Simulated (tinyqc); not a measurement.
Velocity overshoot from momentum and energy balance equations after a field step: one step, computed by the program tinyqc.

At t = 0 the field jumps from 0 to F in a uniform sample. v is the drift velocity and u = w - (3/2) k_B T the excess energy per carrier.

Question. First four steps. dv/dt = e F/m - v/tau_m(u), du/dt = e F v - u/tau_E, tau_m(u) = tau_0/(1 + c u), tau_0 = m mu_0/e, c = mu_0/(e tau_E v_s^2); this choice gives the steady state v (1 + mu_0 F v/v_s^2) = mu_0 F, which saturates at v_s. Step: v_new = v + dt (e F/m - v/tau_m(u)), u_new = u + dt (e F v - u/tau_E). Start v = u = 0; the distance adds dt (v + v_new)/2.

Inputs (values chosen for the exercise, modelled on electrons in GaN except for tau_E):
```
quantity,value,unit
energy relaxation time tau_E,0.21,ps
field after the step F,95,kV/cm
lattice temperature T,300,K
time step dt,2.3,fs
```

Scheme: explicit Euler.

c = 15.47619 1/eV

tau_0 = 147.8264 fs

acceleration e F/m = 0.08354395 1e7 cm/s per fs

Give: Steps.

Answer.

Steps:
```
step,t (fs),v (1e7 cm/s),u (eV),tau_m (fs)
1,2.3,0.1922,0.000000,147.8
2,4.6,0.3813,0.000420,146.9
3,6.9,0.5675,0.001248,145.0
4,9.2,0.7506,0.002475,142.4
```

After the first step u is still 0, below the drift energy m v^2/2, because the explicit scheme uses the old v: an error of the finite time step.
